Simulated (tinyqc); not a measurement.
Charge pumping in an n-channel transistor: two steps of the calculation.

The gate is pulsed from accumulation to inversion and back. Energies E are counted from the intrinsic level; Dit(E) = D0 [1 + b (2 E/Eg)^2]. During each edge the traps near the bands emit their carriers, and those between Eh and Ee recombine once a cycle.

Values chosen for this exercise; band and dielectric values close to those of silicon: temperature T = 300 K; band gap Eg = 1.1 eV; conduction-band density of states at 300 K Nc = 2.82e19 cm^-3; valence-band density of states at 300 K Nv = 2.64e19 cm^-3; gate area A = 9 um^2; trap density at midgap D0 = 2.1e11 cm^-2 eV^-1; rise of the trap density towards the band edges b = 0; cross-section for electrons sn = 2.1e-15 cm^2; cross-section for holes sp = 1.4e-16 cm^2; thermal velocity at 300 K, one nominal value for electrons and holes vth = 1.5e7 cm/s; Vth - Vfb dV = 0.61 V; pulse height Va = 3.9 V; frequency f = 1.6e5 Hz; rise time tr = 110 ns; fall time tf = 88 ns.

Constants: q = 1.602176634e-19 C, kB = 1.380649e-23 J/K, Vt = kB T/q. Results are converted to the units shown.

Problem 1. Emission levels. ni = sqrt(Nc Nv) exp(-Eg/(2 Vt)), Eg in volts; emission times te = (dV/Va) tf and th = (dV/Va) tr; Ee = -Vt ln(vth sn ni te), Eh = +Vt ln(vth sp ni th).

Give: ni; te; th; Ee; Eh.

Solution 1.

ni = 1.572e10 cm^-3
te = 13.76 ns
th = 17.21 ns
Ee = 0.3075 eV
Eh = -0.3718 eV

The window covers 61.8 % of the gap.

Problem 2. Pumped charge and current. Nit = integral of Dit from Eh to Ee = D0 [Ee - Eh + 4 b (Ee^3 - Eh^3)/(3 Eg^2)], Qcp = q A Nit, Icp = f Qcp.

Ee = 0.30754975 eV
Eh = -0.37178955 eV

Give: Nit; mean Dit; traps pumped a cycle; Icp.

Solution 2.

Nit = 1.4266e11 cm^-2
mean Dit = 2.1000e11 cm^-2 eV^-1
traps pumped a cycle = 12840
Icp = 329.14 pA

Range of the model: The Fermi levels of inversion and accumulation are taken to lie beyond Ee and Eh, the flat tops to fill all traps, and no geometric current is added.

Computed by the program tinyqc: `OMP_NUM_THREADS=1 python tinyqc.py 2030075 2030076 out.jsonl`, one thread of a shared Intel Xeon 2.30GHz, about 0.01 s for the whole run.
